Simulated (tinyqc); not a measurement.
MOSFET in saturation, small-signal circuit and noise: one step of the calculation.

Bias by the inversion coefficient IC = I/Ispec (charge-based model with velocity saturation; weak inversion below 0.1, strong above 10). Common-source circuit: gm, gds, Cgs, Cgd and Cj at the inner nodes, Rg in series with the gate; quasi-static, no source or drain resistance, no gate-body capacitance, no substrate network, no induced gate noise, so fmax is an upper estimate.

Question. Admittance matrix. Inner admittances at w = 2 pi f: y11 = i w (Cgs + Cgd), y12 = -i w Cgd, y21 = gm - i w Cgd, y22 = gds + i w (Cgd + Cd). Invert to Z, add Rg to Z11 and invert back to Y.

Values chosen for this exercise: signal frequency f = 1 GHz.

gm = 3.8200434 mS
gds = 0.084040955 mS
Cgs = 107.12659 fF
Cgd = 26.4 fF
Cd = 28 fF
Rg = 2.8472222 ohm

Wanted: inner y; Y with Rg.

Answer.

inner y (mS):
```
	1	2
1	0.0000+0.8390i	0.0000-0.1659i
2	3.8200-0.1659i	0.0840+0.3418i
```

Y with Rg (mS):
```
	1	2
1	0.0020+0.8390i	-0.0004-0.1659i
2	3.8196-0.1750i	0.0841+0.3436i
```

Program tinyqc, `OMP_NUM_THREADS=1 python tinyqc.py 2150009 2150010 out.jsonl`; Intel Xeon 2.30GHz, shared host, one thread, about 0.01 s.
